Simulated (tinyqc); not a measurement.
Inversion-layer mobility, back-scattering and ballistic limit of a field-effect transistor: one step, computed by the program tinyqc. Command: `OMP_NUM_THREADS=1 python tinyqc.py 3004914 3004915 out.jsonl mos walk`. One thread of a shared host (Intel(R) Xeon(R) Processor @ 2.30GHz), about 0.01 s of CPU time with the checks.

The charge at the top of the source barrier is fixed by the gate; series resistance and short-channel effects are left out. F_j are Fermi integrals normalised to exp(eta) in the classical limit.

Question. Ballistic limit. F_j(eta) = (1/Gamma(j + 1)) int_0^infinity x^j/(1 + exp(x - eta)) dx, F_0 = ln(1 + exp(eta)). Integrals over x = E/(k_B T) use 160 Gauss-Legendre points in u = sqrt(x) from 0 to sqrt(max(eta, 0) + 32). Ballistic channel: N_2D = g_v m k_B T/(pi hbar^2), U = e V_D/(k_B T); eta_F solves N_inv = (N_2D/2)[F_0(eta_F) + F_0(eta_F - U)]; v_T = sqrt(2 k_B T/(pi m)); I/W = e (N_2D/2) v_T [F_1/2(eta_F) - F_1/2(eta_F - U)]; injection velocity v_T F_1/2(eta_F)/F_0(eta_F).

Inputs (values chosen for the exercise, modelled on a silicon n-channel):
```
quantity               value  unit
transport mass m        0.19   m_0
valley degeneracy g_v      2     -
drain voltage V_D       0.62     V
temperature T            300     K
```

Statistics at the top of the barrier: Fermi-Dirac.

inversion density N_inv = 3.879497e+12 1/cm^2

Constants: m_0 = 9.1093837015e-31 kg; k_B = 1.380649e-23 J/K; hbar = 1.054571817e-34 J s; k_B = 8.617333262e-05 eV/K; e = 1.602176634e-19 C.

Give: N_2D; eta_F; thermal velocity v_T; injection velocity; ballistic current I/W.

Answer.

N_2D = 4.1037e+12 1/cm^2

eta_F = 1.7271

thermal velocity v_T = 1.2343 1e7 cm/s

injection velocity = 1.5928 1e7 cm/s

ballistic current I/W = 990.00 microampere/micrometre

Degeneracy raises the injection velocity by a factor 1.29.
